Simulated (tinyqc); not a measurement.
Hubbard chain of 5 sites, step by step. Computed by tinyqc, a small Python program that keeps every step. Settings: hopping = 1.91, U = 8.3, mixing = 1, iteration cap = 52. Command: `OMP_NUM_THREADS=1 python tinyqc.py 22123 22124 out.jsonl` (the two numbers bound the seeds that draw the settings). One thread of a shared host (Intel(R) Xeon(R) Processor @ 2.60GHz), about 0.2 s of CPU time with the checks. Later iterations appear only in the table of the cycle.

## Mean-field iteration 1

one-body matrix (hopping and site energies) (eV), order 1, 2, 3, 4, 5:
```
[[0.00000, -1.91000, 0.00000, 0.00000, 0.00000],
 [-1.91000, 0.00000, -1.91000, 0.00000, 0.00000],
 [0.00000, -1.91000, 0.00000, -1.91000, 0.00000],
 [0.00000, 0.00000, -1.91000, 0.00000, -1.91000],
 [0.00000, 0.00000, 0.00000, -1.91000, 0.00000]]
```

U = 8.30000 eV

electrons, up and down: [1, 1]

mixing = 1

n(up) at the start (a guess, not normalised): [0.50000, 0.00000, 0.50000, 0.00000, 0.50000]

n(down) at the start (a guess): [0.00000, 0.50000, 0.00000, 0.50000, 0.00000]

H(up) = T + U n(down), H(down) = T + U n(up); fill the lowest levels; n(new) = n + mixing (n(out) - n); E = tr T (rho up + rho down) + U sum n_up n_down of the output.

levels, up (eV): [-1.83012, -0.74523, 0.00000, 4.89523, 5.98012]

levels, down (eV): [-1.83012, -0.74523, 4.15000, 4.89523, 5.98012]

energy = -4.11596 eV

n(up) after iteration 1: [0.12761, 0.11716, 0.51045, 0.11716, 0.12761]

n(down) after iteration 1: [0.03905, 0.38284, 0.15622, 0.38284, 0.03905]

## Mean-field iteration 2

As before.

levels, up (eV): [-1.47748, -0.63318, 0.69902, 4.13488, 5.57675]

levels, down (eV): [-1.62872, -0.89468, 1.93964, 2.92631, 5.95745]

energy = -4.51077 eV

n(up) after iteration 2: [0.18293, 0.16276, 0.30863, 0.16276, 0.18293]

n(down) after iteration 2: [0.14704, 0.29120, 0.12351, 0.29120, 0.14704]

## Convergence

Each step fills the lowest levels of T + U n(other spin) and sets n(new) = n + mixing (n(out) - n); stop when output and input agree to 1e-8.

Course of the cycle:
```
iteration      E (eV)  largest |n(out) - n(in)|  mean |n_up - n_down|
1          -4.1159601                  3.72e-01               0.21254
2          -4.5107701                  2.02e-01               0.10276
3          -4.5996882                  1.12e-01               0.07292
4          -4.6234748                  1.44e-01               0.05078
5          -4.6305750                  1.19e-01               0.05456
6          -4.6347696                  1.30e-01               0.04368
7          -4.6345390                  1.22e-01               0.04883
8          -4.6374857                  1.25e-01               0.04589
9          -4.6360789                  1.22e-01               0.04667
10         -4.6388587                  1.23e-01               0.04640
11         -4.6370480                  1.22e-01               0.04560
...               ...                       ...                   ...
42         -2.5861707                  4.87e-01               0.00171
43         -2.6090420                  4.87e-01               0.00105
44         -2.5951020                  4.86e-01               0.00063
45         -2.6035470                  4.86e-01               0.00039
46         -2.5984176                  4.86e-01               0.00023
47         -2.6015295                  4.86e-01               0.00014
48         -2.5996405                  4.86e-01               0.00009
49         -2.6007868                  4.86e-01               0.00005
50         -2.6000911                  4.86e-01              3.18e-05
51         -2.6005133                  4.86e-01              1.93e-05
52         -2.6002570                  4.86e-01              1.17e-05
```

Not converged within 52 iterations: the residual has stopped falling. The lowest mean-field energy found from random starts is -5.30515 eV. Reruns (cap 100 unless said): mixing 0.2: not converged; mixing 0.5: not converged; mixing 0.9: converged in 73 (E = -5.30515); the original settings with a cap of 400: not converged.

## Exact diagonalisation (25 states)

Lowest levels of the sector, and the double occupancy of the lowest state.

lowest levels (eV): [-5.69106, -5.21822, -3.93780, -3.30822, -2.72803, -1.94747]

double occupancy per site = 0.00852

## The lowest level by Lanczos steps

From a random start vector (not printed): a_j = <q_j|H|q_j>, b_j = norm of the remainder after orthogonalising; the Ritz value is the lowest eigenvalue of the tridiagonal matrix of a and b so far.

Lanczos:
```
j   a_j (eV)  b_j (eV)  lowest Ritz value (eV)
1   -1.48950   4.69221              -1.4895036
2    1.95991   4.50249              -4.7639433
3    4.64408   3.61421              -5.5110656
4    2.73097   3.80871              -5.6510327
5    5.12337   3.83435              -5.6822263
6    3.80792   3.28299              -5.6887703
7    1.88315   3.96953              -5.6902155
8    3.18801   3.83741              -5.6907942
9    4.15671   3.09733              -5.6909727
10   0.91226   3.50603              -5.6910154
```
